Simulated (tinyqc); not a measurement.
Self-consistent Fermi level with native defects, at growth and after a quench: one step, computed by the program tinyqc.

Energies are counted from the top of the valence band (VBM); when the gap shrinks with temperature the conduction band moves and the levels stay. D and A draw on one reservoir with opposite signs, as the two vacancies of a compound do.

Task: After the quench to T. E_g(T) = E_g - slope x max(0, T - 300 K). N_c = 2 M_c (2 pi m_e k_B T/h^2)^(3/2) and N_v = 2 (2 pi m_h k_B T/h^2)^(3/2), masses in units of m_0. n = N_c F_1/2((E_F - E_g)/k_B T), p = N_v F_1/2(-E_F/k_B T). F_1/2(eta) = (2/sqrt(pi)) int_0^infinity sqrt(x)/(1 + exp(x - eta)) dx, by the trapezoid rule in t = sqrt(x) with step 0.02 up to t = 12 (for eta < -12 by exp(eta) - exp(2 eta)/2^(3/2)). After a quench the totals of D and A stay as grown, and each is shared among its charge states with weights exp(-(E_f(q, 0) + q E_F)/k_B T). Net charge = p - n + sum q c_q; the log ratio is ln(positive charge/negative charge). E_F is the root of the log ratio, by 50 bisections between -0.5 eV and E_g + 0.5 eV.

Inputs (values chosen for the exercise, with bands modelled on GaP):
```
quantity                      value  unit
gap E_g at 300 K               2.26    eV
slope -dE_g/dT above 300 K  0.00048  eV/K
electron mass m_e             0.511   m_0
valleys M_c                       3     -
hole mass m_h                 0.801   m_0
growth temperature T_g         1270     K
temperature of use T            300     K
```

Added shallow dopant: none.

total D = 1.445846e+18 cm^-3

total A = 1.703629e+13 cm^-3

E_f(q, E_F = 0) (eV): D(+3) -2.808, D(+2) -1.398, D(+1) 0.072, D(0) 1.572, A(0) 2.613, A(-1) 3.843, A(-2) 5.113

Constants: m_0 = 9.1093837015e-31 kg; k_B = 1.380649e-23 J/K; h = 6.62607015e-34 J s; k_B = 8.617333262e-05 eV/K.

Give: E_F after the quench; n after the quench; p after the quench; Frozen defects.

Result:

E_F after the quench = 1.775 eV

n after the quench = 1.982e+11 cm^-3

p after the quench = 2.697e-11 cm^-3

Frozen defects:
```
state  c (cm^-3)  share of its total
D(+3)  1.856e+02           1.284e-16
D(+2)  2.545e+08           1.760e-10
D(+1)  3.427e+13           2.370e-05
D(0)   1.446e+18           1.000e+00
A(0)   3.814e-05           2.239e-18
A(-1)  5.525e+04           3.243e-09
A(-2)  1.704e+13           1.000e+00
```
